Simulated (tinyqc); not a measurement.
Tunnelling through a two-layer gate stack, WKB transmission and Tsu-Esaki current: one step of the calculation.

Electrons leave the emitter at x = 0. Energies E (motion across the layers) are in eV from the emitter Fermi level; the collector Fermi level lies at -V and offers states at every E. No charge in the dielectric and no image force: F1 = V/(t1 + t2 eps1/eps2), F2 = F1 eps1/eps2; U = phi1 - F1 x in layer 1 and phi2 - F1 t1 - F2 (x - t1) in layer 2. With C = hbar^2/(2 m0), kappa = sqrt(m (U - E)/C) where U > E and 0 elsewhere; T(E) = exp(-S), S = 2 times the integral of kappa over x.

Question. Fields and band edges. F1 = V/(t1 + t2 eps1/eps2), F2 = F1 eps1/eps2; U = phi1 - F1 x in layer 1 and phi2 - F1 t1 - F2 (x - t1) in layer 2. EOT = 3.9 (t1/eps1 + t2/eps2).

Inputs (values chosen for the exercise); layer 1 close to aluminium oxide, layer 2 close to zirconium oxide:
```
symbol  value  unit                                                        meaning
phi1     2.66    eV  barrier of layer 1 above the emitter Fermi level at zero bias
m1       0.42    m0                                     tunnelling mass of layer 1
t1        1.2    nm                                           thickness of layer 1
eps1     8.74                                     relative permittivity of layer 1
phi2     1.46    eV                                barrier of layer 2 at zero bias
m2       0.26    m0                                     tunnelling mass of layer 2
t2        2.9    nm                                           thickness of layer 2
eps2     25.8                                     relative permittivity of layer 2
V         1.6     V                                  voltage across the dielectric
```

Find: F1; F2; U at the end of layer 1; U at the start of layer 2; U at the end of layer 2; EOT.

Answer.

F1 = 7.3314 MV/cm
F2 = 2.4836 MV/cm
U at the end of layer 1 = 1.7802 eV
U at the start of layer 2 = 0.58024 eV
U at the end of layer 2 = -0.14000 eV
EOT = 0.97384 nm

Computed by the program tinyqc: `OMP_NUM_THREADS=1 python tinyqc.py 2540053 2540054 out.jsonl`, one thread of a shared Intel Xeon 2.30GHz, about 0.03 s for the whole run.
